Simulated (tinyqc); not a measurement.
# Read current of a NAND string, cells in series solved by shooting: two studies

Cells in series, numbered from 0 at the source line (0 V) to the bit line, each followed by a gap resistance Rg. A cell with gate Vg, threshold VT, source Vs and drain Vd passes I = 2 nf K Vt^2 [F(Vs) - F(Vd)]/(1 + th max(Vg - VT, 0)), F(V) = ln^2(1 + exp((Vg - VT - nf V)/(2 nf Vt))). The selected cell has Vg = Vr, the others Vg = Vp.

Inputs (values chosen for the exercise); values of the order met in vertical NAND strings:
- T = 358 K (temperature)
- K = 25 uA/V^2 (gain factor of a cell)
- nf = 1.8 (slope factor)
- th = 0.17 1/V (mobility reduction factor)
- Rg = 1.2 kohm (resistance of the gap between cells)
- Vbl = 0.3 V (bit-line voltage)
- Vp = 6.3 V (pass voltage)
- Ve = -0.8 V (threshold of an erased cell)
- Vh = 4.3 V (threshold of the highest state)
- Vx = 0.4 V (threshold of the selected cell)
- Is = 20 nA (sensing current)
- Vr = 1.38 V (read voltage on the selected word line)

Constants: q = 1.602176634e-19 C, kB = 1.380649e-23 J/K, Vt = kB T/q. Results are converted to the units shown.

Each table varies one quantity; the others keep the values above.

## Read current against the number of cells

For a trial current I start at 0 V and, cell by cell, solve for the drain: sqrt(F(Vd)) = sqrt(F(Vs) - I/k), k = 2 nf K Vt^2/(1 + th max(Vg - VT, 0)), Vd = [Vg - VT - 2 nf Vt ln(exp(sqrt F) - 1)]/nf, then add I Rg. The string current is the I for which the last node reaches Vbl. The apparent threshold is the Vr at which I = Is. Background: all other cells erased (VT = Ve) or all in the highest state (VT = Vh); ratio and shift are high over erased and high minus erased. The selected cell is in the middle, cell n/2.

Results:

| n | I, others erased (uA) | I, others high (uA) | ratio | apparent VT, erased (V) | apparent VT, high (V) | background shift (mV) |
|---|---|---|---|---|---|---|
| 8 | 1.793 | 1.025 | 0.5716 | 0.3491 | 0.3512 | 2.073 |
| 16 | 1.073 | 0.5460 | 0.5087 | 0.3511 | 0.3552 | 4.154 |
| 64 | 0.3135 | 0.1433 | 0.4569 | 0.3629 | 0.3797 | 16.80 |
| 96 | 0.2130 | 0.09603 | 0.4509 | 0.3707 | 0.3961 | 25.40 |
| 128 | 0.1612 | 0.07222 | 0.4479 | 0.3786 | 0.4129 | 34.30 |
| 192 | 0.1085 | 0.04827 | 0.4449 | 0.3944 | 0.4472 | 52.76 |

Estimate the missing row, n = 32.

Computed row:

| n | I, others erased (uA) | I, others high (uA) | ratio | apparent VT, erased (V) | apparent VT, high (V) | background shift (mV) |
|---|---|---|---|---|---|---|
| 32 | 0.5940 | 0.2819 | 0.4746 | 0.3550 | 0.3633 | 8.338 |

With this row back in the table: With erased neighbours the current falls from 1.79 to 0.109 uA, as n^(-0.74) between the first two rows and n^(-0.98) between the last two (-1 once the series resistance rules). The ratio falls from 0.572 to 0.445 and the background shift rises from 2.07 to 52.8 mV.

## Effect of the position of the selected cell

Same model as above.

The string has 128 cells, numbered from the source.

Effect of the position of the selected cell:

| j | I, others erased (uA) | I, others high (uA) | ratio | apparent VT, erased (V) | apparent VT, high (V) | background shift (mV) |
|---|---|---|---|---|---|---|
| 0 | 0.1626 | 0.07239 | 0.4451 | 0.3472 | 0.3473 | 0.1083 |
| 18 | 0.1623 | 0.07235 | 0.4458 | 0.3560 | 0.3655 | 9.483 |
| 36 | 0.1619 | 0.07231 | 0.4465 | 0.3648 | 0.3839 | 19.01 |
| 54 | 0.1615 | 0.07225 | 0.4473 | 0.3737 | 0.4024 | 28.72 |
| 73 | 0.1609 | 0.07218 | 0.4485 | 0.3831 | 0.4224 | 39.36 |
| 91 | 0.1603 | 0.07209 | 0.4498 | 0.3920 | 0.4416 | 49.60 |
| 109 | 0.1594 | 0.07196 | 0.4514 | 0.4009 | 0.4609 | 60.01 |
| 127 | 0.1583 | 0.07178 | 0.4535 | 0.4099 | 0.4804 | 70.51 |

Read the table: what changes, and by how much?

From the source end to the bit-line end the apparent VT with high neighbours rises from 0.3473 to 0.4804 V and the background shift rises from 0.108 to 70.5 mV. Cells and gaps on the source side raise the source of the selected cell, which costs nf times that voltage in gate drive; those on the drain side only lower its drain voltage.

Computed by the program tinyqc: `OMP_NUM_THREADS=1 python tinyqc.py 2142216 2142217 out.jsonl`, one thread of a shared Intel Xeon 2.30GHz, about 0.8 s for the whole run.
